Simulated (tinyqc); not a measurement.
# Pinning of the barrier by interface states

Cowley-Sze model with the space charge neglected: phiB = S (phiM - chi) + (1 - S)(Eg - phi0), S = 1/(1 + q Dit dl/(eps0 ei)), dl in cm.

Values chosen for this exercise; band and dielectric values those of a made-up semiconductor: band gap Eg = 4.13 eV; electron affinity chi = 3.23 eV; thickness of the interfacial layer dl = 0.3 nm; relative permittivity of the interfacial layer ei = 3.9; neutral level above the valence band phi0 = 1.66 eV; metal work function phiM = 4.19 eV.

Constants: q = 1.602176634e-19 C, eps0 = 8.8541878128e-14 F/cm where lengths are in cm. Results are converted to the units shown.

Result of one run:

| Dit (cm^-2 eV^-1) | S | phiB (eV) | change of phiB for 0.5 eV more work function (eV) |
|---|---|---|---|
| 3e13 | 0.7054 | 1.405 | 0.3527 |

What becomes of these results when the density of interface states Dit is changed from 3e13 to 3e14 cm^-2 eV^-1, all else the same?

Result of the changed run:

| Dit (cm^-2 eV^-1) | S | phiB (eV) | change of phiB for 0.5 eV more work function (eV) |
|---|---|---|---|
| 3e14 | 0.1932 | 2.178 | 0.09660 |

The whole series:

| Dit (cm^-2 eV^-1) | S | phiB (eV) | change of phiB for 0.5 eV more work function (eV) |
|---|---|---|---|
| 1e11 | 0.9986 | 0.9621 | 0.4993 |
| 3e11 | 0.9958 | 0.9663 | 0.4979 |
| 1e12 | 0.9863 | 0.9807 | 0.4931 |
| 3e12 | 0.9599 | 1.021 | 0.4800 |
| 1e13 | 0.8778 | 1.145 | 0.4389 |
| 3e13 | 0.7054 | 1.405 | 0.3527 |
| 1e14 | 0.4181 | 1.839 | 0.2090 |
| 3e14 | 0.1932 | 2.178 | 0.09660 |
| 1e15 | 0.06703 | 2.369 | 0.03351 |

S falls from 0.999 to 0.0670, passing 1/2 at Dit = eps0 ei/(q dl) = 7.18e13 cm^-2 eV^-1. The barrier rises from 0.962 to 2.37 eV, from near the Schottky-Mott value phiM - chi = 0.960 eV towards the pinned value Eg - phi0 = 2.47 eV.

tinyqc, about 0.07 s, one thread, Intel Xeon 2.30GHz (shared host): `OMP_NUM_THREADS=1 python tinyqc.py 2020075 2020076 out.jsonl`
